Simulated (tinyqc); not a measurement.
Worked calculation: exchange-only LDA atom on a uniform radial grid, spin-unpolarised, for He. Computed by tinyqc, a small Python program that keeps every step. Settings: Z = 2, points = 256, R = 10.9, functional = Slater exchange alone, mixing = 0.2, iteration cap = 56. Command: `OMP_NUM_THREADS=1 python tinyqc.py 26812 26813 out.jsonl` (the two numbers bound the seeds that draw the settings). One thread of a shared host (Intel(R) Xeon(R) Processor @ 2.60GHz), about 0.7 s of CPU time with the checks.

Spherical atom on a uniform radial grid r_j = j h with h = R/(N + 1), h sum u^2 = 1 and integrals as h times sums, u(0) = u(R) = 0 (atomic units):
```
parameter            value
Z                        2
points N               256
R                10.900000
h                 0.042412
mixing            0.200000
electrons in 1s          2
```

Three-point differences turn -u''/2 + [l(l+1)/2r^2 - Z/r + V] u = e u into a tridiagonal matrix (diagonal 1/h^2 + potential, off-diagonal -1/2h^2). D = sum f u^2; the Hartree potential y/r solves y'' = -D/r with y(0) = 0, y(R) = N_e; v_xc comes from rho = D/(4 pi r^2); E = sum f e - int D V + int D (V_H/2 + eps_xc); V(new) = V + mixing (V_H + v_xc - V).

Stop when input and output potentials agree to 1e-7.

Course of the cycle (hartree):
```
iteration            E      e(1s)  largest |V(out) - V(in)|
1          -2.56549433  -1.996415                  2.44e+00
2          -2.62214472  -1.642718                  1.85e+00
3          -2.65923630  -1.373732                  1.39e+00
4          -2.68279127  -1.169324                  1.04e+00
5          -2.69730969  -1.014055                  7.78e-01
6          -2.70600923  -0.896118                  5.79e-01
7          -2.71108970  -0.806509                  4.30e-01
8          -2.71399059  -0.738376                  3.20e-01
9          -2.71561602  -0.686515                  2.38e-01
10         -2.71651321  -0.646984                  1.78e-01
11         -2.71700295  -0.616799                  1.34e-01
...                ...        ...                       ...
46         -2.71758154  -0.515288                  3.14e-05
47         -2.71758154  -0.515283                  2.50e-05
48         -2.71758154  -0.515279                  1.99e-05
49         -2.71758154  -0.515276                  1.59e-05
50         -2.71758154  -0.515273                  1.26e-05
51         -2.71758154  -0.515271                  1.01e-05
52         -2.71758154  -0.515269                  8.03e-06
53         -2.71758154  -0.515268                  6.40e-06
54         -2.71758154  -0.515267                  5.10e-06
55         -2.71758154  -0.515266                  4.06e-06
56         -2.71758154  -0.515265                  3.24e-06
```

Can the last value be used, and what does the course show?

Not by the stop rule, although the second column moves by less than 1e-07 over the last three steps; and the uniform grid itself carries an error of order h^2 at the cusp, far above the threshold. Not converged within 56 iterations: the residual falls steadily but slowly, by a factor of about 0.80 a step. Reruns (cap 100 unless said): mixing 0.3: converged in 45; mixing 0.6: converged in 19; the original settings with a cap of 400: converged in 72. Even converged, this uniform grid resolves the cusp poorly and misses the energy of the atom.
